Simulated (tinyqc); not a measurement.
Undoped gate-all-around wire MOSFET, analytic charge model: two steps of the calculation.

An undoped round wire of radius R under an insulator shell and a surrounding gate; long channel, electrons only, n = ni exp((psi - V)/Vt) with V the quasi-Fermi potential (0 at the source, Vd at the drain), constant mobility, no quantisation. The radial Poisson equation gives n(r) = n(0)/(1 - (1 - b) r^2/R^2)^2 with b = Q0/(Q + Q0). Q is the electron charge per area of the wire surface.

Parameters, values chosen for the exercise; material values close to those of silicon:
- T = 350 K (temperature)
- Eg = 1.11 eV (band gap)
- eps_r = 11.8 (relative permittivity of the semiconductor)
- Nc = 3.55e19 cm^-3 (conduction-band density of states at T)
- Nv = 3.3e19 cm^-3 (valence-band density of states at T)
- eox = 21.8 (relative permittivity of the gate insulator)
- tox = 8.5 nm (insulator thickness)
- R = 4 nm (wire radius)
- dphi = 0.02 V (gate work function less that of the intrinsic body)
- Vg = 1.3 V (gate voltage)

Constants: q = 1.602176634e-19 C, kB = 1.380649e-23 J/K, Vt = kB T/q, eps0 = 8.8541878128e-14 F/cm where lengths are in cm. Results are converted to the units shown.

Question 1. Constants of the wire. ni = sqrt(Nc Nv) exp(-Eg/(2 Vt)), Eg in volts; Cox = eps0 eox/(R ln(1 + tox/R)); Q0 = 4 eps0 eps_r Vt/R; V0 = dphi + Vt ln[8 eps0 eps_r Vt/(q ni R^2)].

Give: ni; Cox; Q0; V0.

Answer 1.

ni = 3.4892e11 cm^-3
Cox = 4.2350 uF/cm^2
Q0 = 315.12 nC/cm^2
V0 = 0.53738 V

Question 2. Charge at the source by Newton steps in y = ln(Q/Q0). With V = 0 and Q = Q0 exp(y): f = Q/Cox + Vt y + Vt ln(1 + Q/Q0) - (Vg - V0); df/dy = Q/Cox + Vt (1 + Q/(Q + Q0)); y(new) = y - f/(df/dy).

y after iteration 1 = 2.9278735
Cox = 4.2350247 uF/cm^2
Q0 = 315.11688 nC/cm^2
V0 = 0.53738446 V

Wanted: Q; f; df/dy; y after iteration 2.

Answer 2.

Q = 5888.9 nC/cm^2
f = 0.80608 V
df/dy = 1.4493 V
y after iteration 2 = 2.3717

Numbers from tinyqc (`OMP_NUM_THREADS=1 python tinyqc.py 2460159 2460160 out.jsonl`; about 0.03 s on one thread of a shared Intel Xeon 2.30GHz).
